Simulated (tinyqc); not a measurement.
# Resistance of a source-drain extension with a graded tip: effect of the depth of the extension

y runs along the channel, the gate covers y > 0. The doping is N0 for y < y0 and N0 10^(-(y - y0)/la) beyond, uniform over the depth xj. Sheet conductance s(y) = q mu(N) max(N - Nch, 0) xj + (for y > 0) ma Cox Vo, with mu(N) = u0 + (u1 - u0)/(1 + (N/Nr)^au) and Cox = eps0 eox/tox. Current is taken as one-dimensional; depletion of the tip, spreading and the contact are left out. The metallurgical junction lies at yj, where N = Nch.

R_spacer = integral of dy/s from -Ls to 0, R_ov from 0 to yj, R_channel = (Lg - 2 yj)/(ma Cox Vo), R_total = 2 R_spacer + 2 R_ov + R_channel. Electrical length L_eff = ma Cox dR_total/d(1/Vo); R_series = R_total - L_eff/(ma Cox Vo).

Inputs (values chosen for the exercise); mobility law close to that of electrons in silicon:
- eox = 24.8 (relative permittivity of the gate insulator (close to zirconium oxide))
- tox = 9.6 nm (insulator thickness)
- N0 = 2e20 cm^-3 (active doping of the extension far from the gate)
- la = 2.1 nm/decade (lateral abruptness)
- y0 = 0.7 nm (position under the gate where the fall begins (gate edge at 0))
- Nch = 1.2e18 cm^-3 (channel doping)
- Ls = 19 nm (spacer length)
- Vo = 0.74 V (gate overdrive)
- ma = 190 cm^2/(V s) (mobility of the gate-induced layer)
- u1 = 1414 cm^2/(V s) (mobility at low doping)
- u0 = 68.5 cm^2/(V s) (mobility at high doping)
- Nr = 9.2e16 cm^-3 (reference doping)
- au = 0.711 (exponent)
- Lg = 60 nm (gate length)

Constants: q = 1.602176634e-19 C, eps0 = 8.8541878128e-14 F/cm where lengths are in cm. Results are converted to the units shown.

The same in every row: yj (nm) = 5.366; R_channel (ohm um) = 153.2.

Results:
```
xj (nm)  R_spacer (ohm um)  R_ov (ohm um)  R_total (ohm um)  L_eff (nm)  R_series (ohm um)
4                    20.10          10.91             215.2       54.59              45.48
5.6                  14.36          10.01             201.9       53.96              34.14
11                   7.311          8.168             184.2       52.78              20.05
15                   5.361          7.335             178.6       52.28              16.04
21                   3.829          6.456             173.8       51.78              12.77
29                   2.773          5.652             170.0       51.34              10.40
40                   2.010          4.896             167.0       50.96              8.554
```

Estimate the missing row, xj = 7.7 nm.

Computed row:
```
xj (nm)  R_spacer (ohm um)  R_ov (ohm um)  R_total (ohm um)  L_eff (nm)  R_series (ohm um)
7.7                  10.44          9.141             192.4       53.39              26.36
```

With this row back in the table: As xj goes from 4 to 40, R_total falls from 215 to 167 ohm um, L_eff falls from 54.6 to 51.0 nm and R_series falls from 45.5 to 8.55 ohm um.

Computed by the program tinyqc: `OMP_NUM_THREADS=1 python tinyqc.py 2282185 2282186 out.jsonl`, one thread of a shared Intel Xeon 2.30GHz, about 0.03 s for the whole run.
